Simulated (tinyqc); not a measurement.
# Lifetime from the storage time

Question. In the charge-control model of a long diode dQ/dt = -Ir - Q/tau after the current is switched from If to -Ir, with Q(0) = If tau; the storage time ends at Q = 0. Find tau, the stored charge and the share of it that leaves through the terminals.

forward and reverse current (mA): 14  7.6
storage time = 177.57266 ns

Solution. Integrating gives ts = tau ln(1 + If/Ir). The extracted charge is Ir ts; the rest recombines.

tau = 170 ns
stored charge = 2.38 nC
share extracted = 56.7 %

Numbers from tinyqc (`OMP_NUM_THREADS=1 python tinyqc.py 2230028 2230029 out.jsonl`; about 0.01 s on one thread of a shared Intel Xeon 2.30GHz).
